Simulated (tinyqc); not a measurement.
# Tunnel rates from the two plateau currents

Problem. With only the 0-1 transition of a spin-degenerate level in the bias window, I = 2 q G_in G_out/(2 G_in + G_out). Find GL and GR.

Constants: q = 1.602176634e-19 C. Results are converted to the units shown.

sizes of the plateau currents for electrons entering from the left and from the right (pA): 141.66614  134.58284

Solution. q/I(left) = 1/GR + 1/(2 GL) and q/I(right) = 1/GL + 1/(2 GR) are linear in 1/GL and 1/GR.

GL = 1.200 1/ns
GR = 1.400 1/ns

Computed by the program tinyqc: `OMP_NUM_THREADS=1 python tinyqc.py 2780122 2780123 out.jsonl`, one thread of a shared Intel Xeon 2.30GHz, about 0.01 s for the whole run.
